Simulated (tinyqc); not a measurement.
Zener tunnelling in a reverse-biased junction, two-band WKB: one step of the calculation.

Abrupt p-n junction, depletion approximation. Energies E are counted from the conduction-band edge of the neutral n side; its Fermi level lies at dn, that of the p side at dn - V, and the valence-band edge of the neutral p side at Em = dn + dp - V. Tunnelling needs 0 < E < Em. Two-band dispersion with equal masses m: inside the gap kappa = sqrt(m u (1 - u/Eg)/C), u the distance from a band edge, C = hbar^2/(2 m0).

Task. Width, field and exponent. W = sqrt(2 eps0 eps_r (Vbi - V)(1/Na + 1/Nd)/q), mean field F = (Vbi - V)/W, peak field 2 F. In a uniform field F the exponent is S = pi sqrt(m/C) Eg^1.5/(4 F). Transverse energy Et = C kt^2/m raises it to S (1 + 4 Et/Eg), so T = exp(-S) exp(-Et/Eb) with Eb = Eg/(4 S). KJ = (2 q^2/h) m/(4 pi C) (times 1e14 for A/cm^2 per eV^2).

Values chosen for this exercise; band and dielectric values close to those of gallium arsenide: band gap Eg = 1.43 eV; relative permittivity eps_r = 13.1; band-edge mass of the two-band model m = 0.085 m0; acceptor density Na = 2.1e19 cm^-3; donor density Nd = 7.9e17 cm^-3; bias of the p side V = -2.5 V.

Constants: q = 1.602176634e-19 C, hbar = 1.054571817e-34 J s, m0 = 9.1093837015e-31 kg, eps0 = 8.8541878128e-14 F/cm where lengths are in cm, hbar^2/(2 m0) = 0.0380998212 eV nm^2. Results are converted to the units shown.

Vbi = 1.5041380 V

Give: W; mean field; S; exp(-S); Eb; tunnelling length Eg/F.

Result.

W = 87.263 nm
mean field = 0.45886 MV/cm
S = 43.718
exp(-S) = 1.0314e-19
Eb = 8.1774 meV
tunnelling length Eg/F = 31.164 nm

Range of the model: Parabolic densities of states, no band tails and no gap narrowing, all of which matter at such doping.

Program tinyqc, `OMP_NUM_THREADS=1 python tinyqc.py 2620065 2620066 out.jsonl`; Intel Xeon 2.30GHz, shared host, one thread, about 0.01 s.
